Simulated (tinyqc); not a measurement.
Width and zero-phonon weight against temperature: configuration-coordinate model of a defect: Huang-Rhys factor and luminescence line shape. Computed by tinyqc, a small Python program. Command: `OMP_NUM_THREADS=1 python tinyqc.py 3024701 3024702 out.jsonl ccline walk`. One thread of a shared host (Intel(R) Xeon(R) Processor @ 2.30GHz), about 0.02 s of CPU time with the checks.

Ground state E_g(Q) = (1/2) omega_g^2 Q^2; excited state E_e(Q) = E_0 + (1/2) omega_e^2 (Q - dQ)^2 with E_0 = E_ZPL - (hbar omega_e - hbar omega_g)/2. Q is mass-weighted; the dipole does not depend on Q (Condon approximation).

Inputs (values chosen for the exercise, for a model defect in a wide-gap host):
```
quantity                           value              unit
zero-phonon energy E_ZPL            2.74                eV
displacement dQ                    0.834  u^(1/2) angstrom
ground-state phonon hbar omega_g      34               meV
excited-state phonon hbar omega_e   26.4               meV
```

Modes: different frequencies.

Constants: hbar^2/u = 4.18015928e-03 eV angstrom^2; k_B = 8.617333262e-05 eV/K.

Method:
- S = hbar omega dQ^2/(2 hbar^2/u) for each state; relaxation energy S hbar omega; absorption at E_0 + S_e hbar omega_e, emission at E_0 - S_g hbar omega_g; the Stokes shift is their difference.
- Overlaps <m_e|n_g> of harmonic-oscillator functions (Hermite recursion, positive leading coefficients) by a sum over an even grid (700 points from x = -9 to 9 + d for the small table, 1500 points from -16 to 16 + d for the thermal sums), with x = Q sqrt(omega_g/hbar), d = sqrt(2 S_g) and frequency ratio omega_e/omega_g.
- Initial levels m = 0..24 carry Boltzmann weights exp(-m hbar omega_e/k_B T), normalised; final levels n = 0..79; a line lies at E_ZPL + m hbar omega_e - n hbar omega_g with weight w_m <m|n>^2. Moments are taken over these weights without the E^3 factor; FWHM = 2 sqrt(2 ln 2) x standard deviation; the zero-phonon weight is w_0 <0|0>^2, since the other m -> m lines are offset by m (hbar omega_e - hbar omega_g).
- For comparison: FWHM(0) sqrt(coth(hbar omega_e/2 k_B T)) with FWHM(0) from the first row, and exp(-S_g coth(hbar omega_e/2 k_B T)).

S_g = 2.82871

Against temperature:
```
T (K)  mean energy (eV)  FWHM (eV)  coth law (eV)  zero-phonon weight  exp(-S coth)
15               2.6433    0.15350        0.15350            0.083680    5.9089e-02
46               2.6433    0.15370        0.15370            0.083573    5.8662e-02
92               2.6430    0.15915        0.15910            0.080685    4.7896e-02
150              2.6420    0.17512        0.17489            0.072825    2.5427e-02
250              2.6397    0.20850        0.20773            0.059109    5.6256e-03
370              2.6365    0.24690        0.24521            0.047118    7.3281e-04
520              2.6324    0.29002        0.28686            0.037254    5.1250e-05
```

What does the comparison show, and why?

The width grows by a factor 1.89, flat while k_B T is well below hbar omega and as sqrt(T) above; the coth law, exact only for equal frequencies, misses by at most 1.1 %. The mean energy moves by -10.8 meV because the frequencies differ. The zero-phonon weight goes from 0.0837 to 0.0373, against 0.0591 to 5.12e-5 for the exponential rule, which assumes many modes of equal frequency in both states.
